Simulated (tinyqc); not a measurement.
From results back to parameters: recursion (Haydock) method for the local density of states: bulk site of a cubic lattice. Five cases, with inputs chosen for the exercise.

Problem. A local density has moments mu1 = a0, mu2 = a0^2 + b1^2 and, for a1 = a2 = 0, mu4 = a0^4 + 3 a0^2 b1^2 + b1^4 + b1^2 b2^2; b1^2 = (number of neighbours) t^2. The moments come from a hidden site.

Find: a0, b1, b2; neighbours.

Method. Take the moments in turn: mu1 gives a0, mu2 gives b1, mu4 gives b2.

Case 1.

Values chosen: t = 1.22 eV (hopping).

mu1, mu2, mu4 (eV^n): 0.00000  8.93040  199.38011

Solution.

a0, b1, b2 (eV): 0.000  2.988  3.660

neighbours = 6

Case 2.

Values chosen: t = 1.41 eV (hopping).

mu1, mu2, mu4 (eV^n): 0.00000  11.92860  355.72874

Solution.

a0, b1, b2 (eV): 0.000  3.454  4.230

neighbours = 6

Case 3.

Values chosen: t = 1.45 eV (hopping).

mu1, mu2, mu4 (eV^n): 0.00000  12.61500  397.84556

Solution.

a0, b1, b2 (eV): 0.000  3.552  4.350

neighbours = 6

Case 4.

Values chosen: t = 0.73 eV (hopping).

mu1, mu2, mu4 (eV^n): 0.00000  3.19740  25.55842

Solution.

a0, b1, b2 (eV): 0.000  1.788  2.190

neighbours = 6

Case 5.

Values chosen: t = 0.56 eV (hopping).

mu1, mu2, mu4 (eV^n): 0.00000  1.88160  8.85105

Solution.

a0, b1, b2 (eV): 0.000  1.372  1.680

neighbours = 6

Computed by tinyqc, one run a case: `OMP_NUM_THREADS=1 python tinyqc.py N N+1 out.jsonl` with N = 1451286, 1451431, 1452143, 1452284, 1452651; one thread of a shared Intel(R) Xeon(R) Processor @ 2.30GHz, about 0.1 s a run at most.
